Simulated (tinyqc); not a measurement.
Configuration-coordinate model of a defect: Huang-Rhys factor and luminescence line shape: one step, computed by the program tinyqc.

Ground state E_g(Q) = (1/2) omega_g^2 Q^2; excited state E_e(Q) = E_0 + (1/2) omega_e^2 (Q - dQ)^2 with omega_e = omega_g and E_0 = E_ZPL. Q is mass-weighted; the dipole does not depend on Q (Condon approximation).

Problem. Huang-Rhys factors and vertical energies. S = hbar omega dQ^2/(2 hbar^2/u) for each state; relaxation energy S hbar omega; absorption at E_0 + S_e hbar omega_e, emission at E_0 - S_g hbar omega_g; the Stokes shift is their difference.

Inputs (values chosen for the exercise, for a model defect in a wide-gap host): zero-phonon energy E_ZPL = 2.35 eV; displacement dQ = 0.413 u^(1/2) angstrom; ground-state phonon hbar omega_g = 52.9 meV.

Modes: equal frequencies in both states.

Constants: hbar^2/u = 4.18015928e-03 eV angstrom^2.

Give: S_g; S_e; relaxation energy, ground state; relaxation energy, excited state; vertical absorption energy; vertical emission energy; Stokes shift.

Solution.

S_g = 1.079

S_e = 1.079

relaxation energy, ground state = 0.05709 eV

relaxation energy, excited state = 0.05709 eV

vertical absorption energy = 2.407 eV

vertical emission energy = 2.293 eV

Stokes shift = 0.1142 eV

The coupling is intermediate: phonon replicas can be resolved beside the zero-phonon line.
